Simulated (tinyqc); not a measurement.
Inside a calculation. Method: plane-wave Kohn-Sham cycle with exchange-only LDA in a layered model solid. Computed by tinyqc, a small Python program that keeps every step. Settings: points = 16, plane-wave index or count = 3, electrons = 4, k points = 4, area = 17.0, mixing = 0.3, iteration cap = 68, Kerker q0 = 1.02. Command: `OMP_NUM_THREADS=1 python tinyqc.py 20231 20232 out.jsonl` (the two numbers bound the seeds that draw the settings). One thread of a shared host (Intel(R) Xeon(R) Processor @ 2.60GHz), about 0.06 s of CPU time with the checks. Later iterations appear only in the table of the cycle.

## Iteration 1: potential

A solid whose potential varies along x alone (atomic units):
```
parameter                      value
period a                   11.000000
cross-section of the cell  17.000000
electrons per cell                 4
grid points                       16
plane waves -n..n, n               3
k points                           4
V1 in V1 cos(2 pi x/a)     -0.620000
V2 in V2 cos(4 pi x/a)     -0.240000
```

density at the start, on the grid x_j = j a/N (e/bohr^3): 0.02139037  0.02139037  0.02139037  0.02139037  0.02139037  0.02139037  0.02139037  0.02139037  0.02139037  0.02139037  0.02139037  0.02139037  0.02139037  0.02139037  0.02139037  0.02139037

V_H(G) = 4 pi rho(G)/G^2 for G != 0 (uniform background); v_x = -(3 rho/pi)^(1/3); V = V_ext + V_H + v_x; Fourier components f(G_m) = (1/N) sum_j f(x_j) exp(-i G_m x_j).

Potentials on the grid (hartree):
```
x              V_ext       V_H        v_x          V
0.000000   -0.860000  0.000000  -0.273357  -1.133357
0.687500   -0.742511  0.000000  -0.273357  -1.015868
1.375000   -0.438406  0.000000  -0.273357  -0.711763
2.062500   -0.067558  0.000000  -0.273357  -0.340915
2.750000    0.240000  0.000000  -0.273357  -0.033357
3.437500    0.406969  0.000000  -0.273357   0.133613
4.125000    0.438406  0.000000  -0.273357   0.165049
4.812500    0.403100  0.000000  -0.273357   0.129743
5.500000    0.380000  0.000000  -0.273357   0.106643
6.187500    0.403100  0.000000  -0.273357   0.129743
6.875000    0.438406  0.000000  -0.273357   0.165049
7.562500    0.406969  0.000000  -0.273357   0.133613
8.250000    0.240000  0.000000  -0.273357  -0.033357
8.937500   -0.067558  0.000000  -0.273357  -0.340915
9.625000   -0.438406  0.000000  -0.273357  -0.711763
10.312500  -0.742511  0.000000  -0.273357  -1.015868
```

V(G_m), m = 0, 1, 2, ... (hartree): -0.273357  -0.310000  -0.120000  0.000000  0.000000  0.000000  0.000000

## Iteration 1: Hamiltonian at one k

k = 0.125000 2 pi / a

H(m,m') = (k + G_m)^2/2 delta + V(G_m - G_m'), with V(-G) = V(G).

H (hartree), lower triangle:
```
           -3         -2         -1         +0         +1         +2        +3
-3   1.075047
-2  -0.310000   0.300161
-1  -0.120000  -0.310000  -0.148457
+0   0.000000  -0.120000  -0.310000  -0.270808
+1   0.000000   0.000000  -0.120000  -0.310000  -0.066890
+2   0.000000   0.000000   0.000000  -0.120000  -0.310000   0.463295
+3   0.000000   0.000000   0.000000   0.000000  -0.120000  -0.310000  1.319748
```

## Iteration 1: levels at that k

Diagonalise the Hermitian matrix.

eigenvalues (hartree): -0.803447  -0.215481  0.133258  0.398300  0.552772  1.185220  1.421474

## Iteration 1: new density

Motion across x is left out: the lowest 2 band(s) hold two electrons at each of the k points (j + 1/2)/nk - 1/2. Residual R = rho(out) - rho(in); rho(new) = rho(in) + 0.3 R, with R(G) scaled by G^2/(G^2 + 1.02^2) (Kerker). rho(out) = 2/(a A nk) sum |psi|^2 with psi = sum c exp(i G x). Harris energy E = band energy - dV sum rho (V_H/2 + v_x) + (3/4) dV sum rho v_x with rho(in), dV = a A/N, band energy = (2/nk) sum of the filled levels.

rho(out) (e/bohr^3): 0.05026079  0.05408056  0.04967694  0.02852550  0.00973558  0.00249688  0.00089545  0.00045856  0.00024626  0.00045856  0.00089545  0.00249688  0.00973558  0.02852550  0.04967694  0.05408056

density after iteration 1 (e/bohr^3): 0.02269451  0.02423754  0.02466143  0.02150263  0.01915085  0.01927266  0.02006837  0.02054867  0.02066719  0.02054867  0.02006837  0.01927266  0.01915085  0.02150263  0.02466143  0.02423754

energy per cell = -1.76348029 hartree

## Iteration 2: potential

As before.

Potentials on the grid (hartree):
```
x              V_ext        V_H        v_x          V
0.000000   -0.860000   0.088861  -0.278803  -1.049942
0.687500   -0.742511   0.084064  -0.284984  -0.943430
1.375000   -0.438406   0.062988  -0.286635  -0.662054
2.062500   -0.067558   0.024498  -0.273834  -0.316894
2.750000    0.240000  -0.015182  -0.263463  -0.038645
3.437500    0.406969  -0.042882  -0.264021   0.100067
4.125000    0.438406  -0.058296  -0.267605   0.112505
4.812500    0.403100  -0.065680  -0.269723   0.067696
5.500000    0.380000  -0.067881  -0.270241   0.041878
6.187500    0.403100  -0.065680  -0.269723   0.067696
6.875000    0.438406  -0.058296  -0.267605   0.112505
7.562500    0.406969  -0.042882  -0.264021   0.100067
8.250000    0.240000  -0.015182  -0.263463  -0.038645
8.937500   -0.067558   0.024498  -0.273834  -0.316894
9.625000   -0.438406   0.062988  -0.286635  -0.662054
10.312500  -0.742511   0.084064  -0.284984  -0.943430
```

V(G_m), m = 0, 1, 2, ... (hartree): -0.273098  -0.273416  -0.116413  0.000008  0.000859  0.000438  0.000066

## Iteration 2: Hamiltonian at one k

k = 0.125000 2 pi / a

As before.

H (hartree), lower triangle:
```
           -3         -2         -1         +0         +1         +2        +3
-3   1.075306
-2  -0.273416   0.300419
-1  -0.116413  -0.273416  -0.148199
+0   0.000008  -0.116413  -0.273416  -0.270549
+1   0.000859   0.000008  -0.116413  -0.273416  -0.066632
+2   0.000438   0.000859   0.000008  -0.116413  -0.273416   0.463553
+3   0.000066   0.000438   0.000859   0.000008  -0.116413  -0.273416  1.320007
```

## Iteration 2: levels at that k

As before.

eigenvalues (hartree): -0.735657  -0.179234  0.107039  0.380151  0.535982  1.163945  1.401679

## Iteration 2: new density

As before.

rho(out) (e/bohr^3): 0.04931962  0.05261917  0.04846076  0.02892254  0.01087401  0.00329456  0.00133609  0.00072523  0.00046166  0.00072523  0.00133609  0.00329456  0.01087401  0.02892254  0.04846076  0.05261917

density after iteration 2 (e/bohr^3): 0.02414178  0.02661385  0.02719862  0.02179795  0.01757513  0.01752507  0.01879868  0.01962463  0.01983635  0.01962463  0.01879868  0.01752507  0.01757513  0.02179795  0.02719862  0.02661385

energy per cell = -1.56601984 hartree

## Convergence

Stop when sqrt(dV sum R^2) is below 1e-8, dV = a A/N.

Course of the cycle:
```
iteration  E (hartree)  norm of the residual
1          -1.76348029              3.02e-01
2          -1.56601984              2.67e-01
3          -1.40799350              2.34e-01
4          -1.28561419              2.01e-01
5          -1.19601408              1.66e-01
6          -1.13655863              1.28e-01
7          -1.10306091              9.15e-02
8          -1.08781404              6.60e-02
9          -1.08140613              5.24e-02
10         -1.07823055              4.34e-02
11         -1.07637024              3.59e-02
...                ...                   ...
58         -1.07297711              2.12e-06
59         -1.07297711              1.73e-06
60         -1.07297711              1.41e-06
61         -1.07297711              1.15e-06
62         -1.07297711              9.34e-07
63         -1.07297711              7.61e-07
64         -1.07297711              6.20e-07
65         -1.07297711              5.05e-07
66         -1.07297711              4.12e-07
67         -1.07297711              3.35e-07
68         -1.07297711              2.73e-07
```

Not converged within 68 iterations: the residual falls steadily but slowly, by a factor of about 0.81 a step. Reruns (cap 100 unless said): mixing 0.1: not converged; mixing 0.5, Kerker q0 1.0: converged in 47 (E = -1.07298); mixing 0.3, Pulay depth 5: converged in 20 (E = -1.07298); the original settings with a cap of 400: converged in 85 (E = -1.07298).
